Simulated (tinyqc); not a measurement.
Inside a calculation. Method: extended Hueckel theory, for H6. One step of it, computed by the program tinyqc.

Question. Mulliken analysis. P = C n C^T; charge = valence electrons (H 1) minus the sum of (P S)_ii on the atom; overlap population = 2 sum P_ij S_ij between two atoms.

coefficients, order 1H 1s, 2H 1s, 3H 1s, 4H 1s, 5H 1s, 6H 1s:
$$\begin{pmatrix}
0.203769 & 0.379093 & 0.427614 & -0.607841 & -0.708556 & -0.465161 \\
0.287088 & 0.396125 & 0.233131 & 0.405822 & 0.826662 & 0.739963 \\
0.361186 & 0.117569 & -0.427152 & 0.589687 & -0.256073 & -0.990872 \\
0.361249 & -0.118321 & -0.426729 & -0.588568 & -0.259399 & 0.991080 \\
0.287119 & -0.395773 & 0.233712 & -0.408160 & 0.825687 & -0.739143 \\
0.203598 & -0.378476 & 0.428639 & 0.609909 & -0.706376 & 0.463834
\end{pmatrix}$$

occupations: [2.000000, 2.000000, 2.000000, 0.000000, 0.000000, 0.000000]

overlap S, order 1H 1s, 2H 1s, 3H 1s, 4H 1s, 5H 1s, 6H 1s:
$$\begin{pmatrix}
1.000000 & 0.546525 & 0.090502 & 0.018373 & 0.001604 & 0.000217 \\
0.546525 & 1.000000 & 0.359979 & 0.090346 & 0.009840 & 0.001600 \\
0.090502 & 0.359979 & 1.000000 & 0.545879 & 0.090502 & 0.018373 \\
0.018373 & 0.090346 & 0.545879 & 1.000000 & 0.360480 & 0.090502 \\
0.001604 & 0.009840 & 0.090502 & 0.360480 & 1.000000 & 0.545879 \\
0.000217 & 0.001600 & 0.018373 & 0.090502 & 0.545879 & 1.000000
\end{pmatrix}$$

Give: charges; Overlap populations.

Answer.

charges: 1H -0.0560, 2H 0.0472, 3H 0.0088, 4H 0.0089, 5H 0.0473, 6H -0.0563

Overlap populations:
```
pair      value
2-1    0.674102
3-1   -0.023345
3-2    0.072977
4-1   -0.011297
4-2   -0.015411
4-3    0.652534
5-1    0.000054
5-2   -0.000782
5-3   -0.015442
5-4    0.073276
6-1    0.000071
6-2    0.000054
6-3   -0.011322
6-4   -0.023379
6-5    0.673452
```
